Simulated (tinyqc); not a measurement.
What moves the coefficients: Boltzmann transport in a parabolic band with a power-law relaxation time.

F_j(eta) = (1/Gamma(j + 1)) integral_0^infinity x^j dx/(1 + exp(x - eta)), which tends to exp(eta) for eta << 0.

n = N F_1/2(eta) with N = 2 (m kB T/(4 pi c))^(3/2) with c = hbar^2/2m0, in 1/angstrom^3; times 1e24 for 1/cm^3, m = md.

tau = tau0 x^r with x = E/kT. With K_j = Gamma(j + 1) F_j(eta): <tau> = tau0 (r + 3/2) K_(r+1/2)/((3/2) K_(1/2)); mu = <tau>/(mc m0/e), m0/e = 5.685630e-12 kg/C; Hall factor rH = (3/2) K_(1/2) (2r + 3/2) K_(2r+1/2)/((r + 3/2) K_(r+1/2))^2; Seebeck S = -(kB/e) [(r + 5/2) K_(r+3/2)/((r + 3/2) K_(r+1/2)) - eta]; Lorenz number L = (kB/e)^2 [(r + 7/2) K_(r+5/2)/((r + 3/2) K_(r+1/2)) - ((r + 5/2) K_(r+3/2)/((r + 3/2) K_(r+1/2)))^2]; kB/e in V/K. Valley anisotropy is left out of rH.

Constants: hbar^2/2m0 = 3.80998211 eV angstrom^2; kB = 8.617333262e-05 eV/K.

Inputs chosen for the exercise (masses near those of Si; tau0 is set for a mobility of the usual size at this n, kL is a free input; freeze-out and phonon drag, which matter near 77 K, are left out; not measured data): md = 1.054 m0 (density-of-states mass); mc = 0.2568 m0 (conductivity mass); tau0 = 11 fs (tau at E = kT); r = 0.5 (exponent of tau); T = 300 K; kL = 23 W/(m K) (lattice thermal conductivity); n = 5.4e+18 1/cm^3 (electron density).

sigma = e n mu with e = 1.602176634e-19 C; ZT = S^2 sigma T/(kL + L sigma T).

Results for these values:

| case | mu (cm^2/(V s)) | sigma (S/cm) | S (microvolt/K) | ZT |
|---|---|---|---|---|
| base | 115.6 | 100.1 | -398.1 | 0.0206 |

What happens to each result for tau0 = 16.5 fs, all else kept?

Answer: mu rises from 115.6 to 173.5; sigma rises from 100.1 to 150.1; S does not change at the printed digits; ZT rises from 0.0206 to 0.0309.

The same for each parameter in turn:

| case | mu (cm^2/(V s)) | sigma (S/cm) | S (microvolt/K) | ZT |
|---|---|---|---|---|
| base | 115.6 | 100.1 | -398.1 | 0.0206 |
| md = 1.37 m0 | 114.9 | 99.41 | -431.9 | 0.0241 |
| mc = 0.3338 m0 | 88.97 | 76.97 | -398.1 | 0.0159 |
| n = 1.08e+19 1/cm^3 | 117.9 | 204.0 | -338.8 | 0.0304 |
| tau0 = 16.5 fs | 173.5 | 150.1 | -398.1 | 0.0309 |
| kL = 11.5 W/(m K) | 115.6 | 100.1 | -398.1 | 0.0411 |
| T = 350 K | 115.2 | 99.65 | -417.9 | 0.0264 |

The row for T keeps tau0 fixed; for phonon scattering tau0 itself falls as T rises.

tinyqc: `OMP_NUM_THREADS=1 python tinyqc.py 1682705 1682706 out.jsonl`; about 0.01 s, one thread, shared Intel(R) Xeon(R) Processor @ 2.30GHz.
